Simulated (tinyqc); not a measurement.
Energy and delay of logic against supply voltage: two steps of the calculation.

One expression serves below and above threshold: I(Vg) = Ik [ln(1 + exp((Vg - VT + dd V)/(al nf Vt)))]^al, with I_on = I(V) and I_off = I(0). Gate delay td = kd C V/I_on, clock period LD td. Per gate and cycle the switching energy is act C V^2 and the leakage energy I_off V LD td. No short-circuit current, no variation. Minima are sought above 0.09 V; below a few Vt gates no longer switch and the model has no meaning.

Inputs (values chosen for the exercise); values of the order met in logic technologies: temperature T = 250 K; threshold voltage at zero drain bias VT = 0.3 V; slope factor nf = 1.08; barrier lowering per volt of supply dd = 0.1; specific current of a gate Ik = 0.32 uA; exponent of the current law al = 1.49; load capacitance of a gate C = 1.2 fF; delay factor kd = 0.8; logic depth LD = 30; activity factor act = 0.2; supply voltage V = 0.76 V.

Constants: q = 1.602176634e-19 C, kB = 1.380649e-23 J/K, Vt = kB T/q. Results are converted to the units shown.

Question 1. Currents, delay and energies. I_on, I_off, td, clock frequency 1/(LD td), both energies and their sum.

Wanted: I_on; I_off; td; clock frequency; switching energy; leakage energy; energy.

Answer 1.

I_on = 18.929 uA
I_off = 0.021062 nA
td = 38.545 ps
clock frequency = 0.86480 GHz
switching energy = 138.62 aJ
leakage energy = 0.018510 aJ
energy = 138.64 aJ

I_on/I_off = 8.99e5; leakage makes up 0.0134 % of the energy.

Question 2. New V. Minimum-energy supply: E(V) is the energy per gate and cycle; with h = 0.001 V, E' = (E(V + h) - E(V - h))/(2 h), E'' = (E(V - h) - 2 E(V) + E(V + h))/h^2, V(new) = V - E'/E''.

V after iteration 1 = 0.13206919 V

Find: E'; E''; V after iteration 2.

Answer 2.

E' = 15.55 aJ/V
E'' = 1615 aJ/V^2
V after iteration 2 = 0.1224 V

Computed by the program tinyqc: `OMP_NUM_THREADS=1 python tinyqc.py 2082124 2082125 out.jsonl`, one thread of a shared Intel Xeon 2.30GHz, about 0.01 s for the whole run.
